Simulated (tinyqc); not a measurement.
Inside a calculation. Method: plane-wave Kohn-Sham cycle with exchange-only LDA in a layered model solid. One step of it, computed by the program tinyqc.

Problem. Iteration 2: levels at that k. Diagonalise the Hermitian matrix.

H (hartree):
```
           -2         -1         +0         +1         +2
-2   0.792336  -0.330500   0.001453   0.001956   0.000009
-1  -0.330500  -0.014964  -0.330500   0.001453   0.001956
+0   0.001453  -0.330500  -0.235136  -0.330500   0.001453
+1   0.001956   0.001453  -0.330500   0.131818  -0.330500
+2   0.000009   0.001956   0.001453  -0.330500   1.085899
```

Give: eigenvalues.

Solution.

eigenvalues (hartree): -0.6073  -0.0622  0.3091  0.9231  1.1972
